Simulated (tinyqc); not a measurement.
From steady velocity back to field after the step F: velocity overshoot from momentum and energy balance equations after a field step. Computed by tinyqc, a small Python program. Command: `OMP_NUM_THREADS=1 python tinyqc.py 3007524 3007525 out.jsonl overshoot inv`. One thread of a shared host (Intel(R) Xeon(R) Processor @ 2.30GHz), about 0.03 s of CPU time with the checks.

At t = 0 the field jumps from 0 to F in a uniform sample. v is the drift velocity and u = w - (3/2) k_B T the excess energy per carrier.

Inputs (values chosen for the exercise, modelled on electrons in strained silicon except for tau_E): effective mass m = 0.2 m_0; low-field mobility mu_0 = 2300 cm^2/(V s); saturation velocity v_s = 1 1e7 cm/s; energy relaxation time tau_E = 0.37 ps; lattice temperature T = 300 K.

Scheme: implicit in the damping.

Constants: m_0 = 9.1093837015e-31 kg; e = 1.602176634e-19 C; k_B = 8.617333262e-05 eV/K.

Method. dv/dt = e F/m - v/tau_m(u), du/dt = e F v - u/tau_E, tau_m(u) = tau_0/(1 + c u), tau_0 = m mu_0/e, c = mu_0/(e tau_E v_s^2); this choice gives the steady state v (1 + mu_0 F v/v_s^2) = mu_0 F, which saturates at v_s. Steady velocity v = 2 mu_0 F/(1 + sqrt(1 + 4 (mu_0 F/v_s)^2)); u = e F v tau_E; carrier temperature T + 2u/(3 k_B), neglecting the drift energy m v^2/2.

Task: A run gave the result below. Find the field after the step F, known to lie between 10 and 29 kV/cm.

steady velocity = 0.8873145 1e7 cm/s

Result:

Each step takes the trial c = (a f_b - b f_a)/(f_b - f_a), f being the result less the target and a, b, c the logarithms of the listed values; c replaces end b, the old b replaces a if the sign of f changed, and otherwise f_a is halved.

Scan of the range:
```
field after the step F (kV/cm)  steady velocity (1e7 cm/s)
10.0                                              0.805965
11.9                                              0.833868
14.3                                              0.859467
17.0                                              0.880266
20.3                                              0.898628
24.3                                              0.914532
29.0                                              0.927843
```

False position (Illinois rule, in the logarithm of the input) inside the bracket:
```
step    end a    end b    trial  steady velocity (1e7 cm/s)
1     17.0000  20.3000  18.1980                    0.887651
2     17.0000  18.1980  18.0903                    0.887024
3     18.1980  18.0903  18.1401                    0.887315
4     18.0903  18.1401  18.1400                    0.887315
```

Steady velocity rises at every point of a 13-point scan of the range (every second point is shown), so one value fits; it is bracketed by 17.0 and 20.3. Answer: field after the step F = 18.14 kV/cm.
